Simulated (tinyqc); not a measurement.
Deep level with several charge states, and Shockley-Read-Hall recombination: one step. The neutral state. Three cases, with inputs chosen for the exercise.

Task: Solve for EF.

Energies from Ev. The defect has charge states +1, 0, -1 with weights 1, gm exp((EF - E1)/kT), exp((2 EF - E1 - E2)/kT); the shares are the weights over their sum. Boltzmann carriers: n = Nc exp((EF - Eg)/kT), p = Nv exp(-EF/kT). Neutrality: p - n + Nd + Nt <q> = 0.

Constants: kB = 8.617333262e-05 eV/K.

Give: EF; shares at EF; n; p.

Case 1.

Values chosen (gap and densities of states near those of SiC at this temperature; shifted at random, so the results belong to these values and not to a real crystal): Eg = 3.229 eV (gap); Nc = 1.82e+19 1/cm^3 (conduction-band density of states); Nv = 3.24e+19 1/cm^3 (valence-band density of states); T = 300 K; E1 = 0.777 eV (level (+1/0) above Ev); E2 = 2.094 eV (level (0/-1) above Ev); gm = 2 (degeneracy of the middle state, the others 1); Nt = 2.4e+14 1/cm^3 (defects); Nd = 2.1e+14 1/cm^3 (ionised shallow donors minus acceptors).

Result:

EF = 2.1622 eV

shares at EF: +1 0.000, 0 0.125, -1 0.875

n = 21.8 1/cm^3
p = 1.54e-17 1/cm^3

Without the defects the majority density would be 2.10e+14 1/cm^3; with them the density of these carriers is 2.18e+01, so the defects have removed nearly all of those carriers. Most defects are in the state -1.

Case 2.

Values chosen (gap and densities of states near those of GaN at this temperature; shifted at random, so the results belong to these values and not to a real crystal): Eg = 3.432 eV (gap); Nc = 2.24e+18 1/cm^3 (conduction-band density of states); Nv = 4.52e+19 1/cm^3 (valence-band density of states); T = 300 K; E1 = 1.369 eV (level (+1/0) above Ev); E2 = 2.144 eV (level (0/-1) above Ev); gm = 2 (degeneracy of the middle state, the others 1); Nt = 1.3e+14 1/cm^3 (defects); Nd = -9.8e+14 1/cm^3 (ionised shallow donors minus acceptors).

Result:

EF = 0.2813 eV

shares at EF: +1 1.000, 0 0.000, -1 0.000

n = 2.64e-35 1/cm^3
p = 8.50e+14 1/cm^3

Without the defects the majority density would be 9.80e+14 1/cm^3; with them the density of these carriers is 8.50e+14, so they compensate part of the doping. Most defects are in the state +1.

Case 3.

Values chosen (gap and densities of states near those of InP at this temperature; shifted at random, so the results belong to these values and not to a real crystal): Eg = 1.389 eV (gap); Nc = 4.33e+17 1/cm^3 (conduction-band density of states); Nv = 9.48e+18 1/cm^3 (valence-band density of states); T = 250 K; E1 = 1.09 eV (level (+1/0) above Ev); E2 = 0.942 eV (level (0/-1) above Ev); gm = 2 (degeneracy of the middle state, the others 1); Nt = 1.8e+14 1/cm^3 (defects); Nd = -4.3e+13 1/cm^3 (ionised shallow donors minus acceptors).

Result:

EF = 1.0106 eV

shares at EF: +1 0.604, 0 0.030, -1 0.365

n = 1.02e+10 1/cm^3
p = 0.0402 1/cm^3

Without the defects the majority density would be 4.30e+13 1/cm^3; with them the density of these carriers is 4.02e-02, below that of the other kind: the type has inverted, so the defects more than cancel the doping. Most defects are in the state +1. The level order is inverted (negative U), so the middle state is never the most common.

Computed by tinyqc, one run a case: `OMP_NUM_THREADS=1 python tinyqc.py N N+1 out.jsonl` with N = 1651408, 1651423, 1651521; one thread of a shared Intel(R) Xeon(R) Processor @ 2.30GHz, about 0.01 s a run at most.
